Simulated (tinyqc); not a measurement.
Leaving out one process at a time: Debye-Callaway model of lattice thermal conductivity. Computed by tinyqc, a small Python program. Command: `OMP_NUM_THREADS=1 python tinyqc.py 3015477 3015478 out.jsonl callaway walk`. One thread of a shared host (Intel(R) Xeon(R) Processor @ 2.30GHz), about 0.01 s of CPU time with the checks.

Three acoustic branches with one velocity v, cut at omega_D = k_B Theta/hbar; x = hbar omega/(k_B T). v and Theta are separate inputs: Theta cuts off the heat-carrying modes, so C need not reach 3 k_B/V. gamma is an effective value that sets the umklapp rate.

Inputs (values chosen for the exercise, modelled on silicon): sound velocity v = 6590 m/s; Debye temperature Theta = 644 K; volume per atom V = 20 angstrom^3; mean atomic mass M = 28.09 u; effective Grueneisen parameter gamma = 2.23; umklapp exponent divisor b = 2.5; mass variance Gamma = 0.00017; Casimir length L = 85 micrometre; normal-process factor f_N = 1.5; temperature T = 600 K.

Sample: crystal. Point defects: isotopes. Normal processes: included.

Constants: k_B = 1.380649e-23 J/K; hbar = 1.054571817e-34 J s; u = 1.6605390666e-27 kg.

Method:
- Gamma is given directly by the isotope mixture. A = V Gamma/(4 pi v^3).
- Rates: point defects A omega^4; umklapp B omega^2 T exp(-Theta/(b T)) with B = hbar gamma^2/(M v^2 Theta); normal processes f_N B omega^2 T (T/Theta)^2. Boundaries: v/L.
- kappa_1 = c int tau_C g dx, g = x^4 e^x/(e^x - 1)^2, c = (k_B/(2 pi^2 v)) (k_B T/hbar)^3, over 0 < x < min(Theta/T, 40), by 96 Gauss-Legendre points in s with x = x_max s^2; 1/tau_C = 1/tau_R + 1/tau_N; kappa_2 = c [int (tau_C/tau_N) g dx]^2 / int (tau_C/(tau_N tau_R)) g dx; kappa = kappa_1 + kappa_2.

Rayleigh coefficient A = 9.45394e-46 s^3

Conductivity at T:
```
case                   kappa (W/(m K))  ratio to all
all processes                   37.614             1
without point defects           38.424        1.0215
without boundaries              37.761        1.0039
without umklapp                 1009.7        26.845
```

What follows from these numbers?

Removing umklapp raises kappa most, by a factor 26.8; removing boundaries gives only 1.00.
